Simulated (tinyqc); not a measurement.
## Doping from resistivity

Inverse problem. A uniform, uncompensated and fully ionised sample has rho = 1/(q N mu), mu = m1 + (m2 (T/300 K)^(-bt) - m1)/(1 + (N/Nr)^am). Find N, mu and the diffusion coefficient mu Vt.

Values chosen for this exercise:

| symbol | value | unit | meaning |
|---|---|---|---|
| T | 300 | K | temperature |
| m1 | 43.7 | cm^2/(V s) | mobility limit at high doping |
| m2 | 466 | cm^2/(V s) | mobility limit at low doping, at 300 K |
| Nr | 2.3e17 | cm^-3 | reference doping of the mobility law |
| am | 0.693 |  | exponent of the mobility law |
| bt | 2.5 |  | temperature exponent of m2 |

Constants: q = 1.602176634e-19 C, kB = 1.380649e-23 J/K, Vt = kB T/q. Results are converted to the units shown.

resistivity = 0.071432654 ohm cm

Answer. With am below 1 the product N mu rises steadily with N, so one doping matches; it is found by iterating N = 1/(q rho mu(N)).

N = 4.100e17 cm^-3
mu = 213.1 cm^2/(V s)
diffusion coefficient = 5.509 cm^2/s

Computed by the program tinyqc: `OMP_NUM_THREADS=1 python tinyqc.py 2110165 2110166 out.jsonl`, one thread of a shared Intel Xeon 2.30GHz, about 0.01 s for the whole run.
